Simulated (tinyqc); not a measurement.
Mobility of a non-polar semiconductor in the relaxation-time approximation: one step, computed by the program tinyqc. Command: `OMP_NUM_THREADS=1 python tinyqc.py 3013599 3013600 out.jsonl rta walk`. One thread of a shared host (Intel(R) Xeon(R) Processor @ 2.30GHz), about 0.01 s of CPU time with the checks.

Each valley is treated as a sphere of mass m_d for states and rates, with one isotropic relaxation time; the conductivity mass m_c sets the current.

Problem. Rates at a few energies. Parabolic band: E = hbar^2 k^2/(2 m), speed v = hbar k/m, states per spin, volume and energy g(E) = m k/(2 pi^2 hbar^2). Here m = m_d. Masses are multiplied by m_0 and all formulas are in SI units. Phonon occupation N_q = 1/(exp(hbar w/(k_B T)) - 1). Acoustic deformation potential (elastic, equipartition, absorption and emission together): 1/tau = 2 pi k_B T D_A^2 g(E)/(hbar rho v_l^2). Optical or intervalley deformation potential: 1/tau = (pi Z_f D_o^2/(rho w)) [N_q g(E + hbar w) + (N_q + 1) g(E - hbar w)], with g = 0 below the band edge. Each optical term is multiplied by (1 - f(E'))/(1 - f(E)), E' the final energy, for Pauli blocking. Singly charged impurities, momentum relaxation: 1/tau = N_I e^4 m (1 + 2 alpha E) Phi/(8 pi (eps_s eps_0)^2 hbar^3 k^3), with alpha = 0 for a parabolic band. Brooks-Herring: Phi = ln(1 + b) - b/(1 + b), b = 4 k^2 L_s^2.

Inputs (values chosen for the exercise, modelled on electrons in germanium):
```
quantity                                          value       unit
static permittivity eps_s                            16          -
density rho                                        5323     kg/m^3
sound velocity v_l                                 5230        m/s
acoustic deformation potential D_A                   11         eV
phonon energy hbar w                               30.6        meV
optical or intervalley deformation potential D_o    5.2  1e8 eV/cm
final valleys Z_f                                     3          -
temperature T                                       300          K
```

Band: parabolic. Impurity formula: Brooks-Herring. Further scattering: none.

reduced Fermi level eta = -6.069229

density-of-states mass m_d = 0.2203829 m_0

ionised impurity density N_I = 2.40e+16 1/cm^3

screening length L_s = 30.87436 nm

Constants: k_B = 8.617333262e-05 eV/K; k_B = 1.380649e-23 J/K; e = 1.602176634e-19 C; hbar = 1.054571817e-34 J s; m_0 = 9.1093837015e-31 kg; hbar = 6.582119569e-16 eV s; eps_0 = 8.8541878128e-12 F/m.

Give: Rates (1e12/s) at E = (max(eta, 0) + 0.5, 1, 2, 4) k_B T.

Solution.

Rates (1e12/s) at E = (max(eta, 0) + 0.5, 1, 2, 4) k_B T:
```
E (meV)  acoustic  optical  ionised impurity
12.93      1.3164   0.5358            1.2232
25.85      1.8617   0.6099            0.4965
51.70      2.6329   1.9527            0.1982
103.41     3.7234   3.2001            0.0781
```
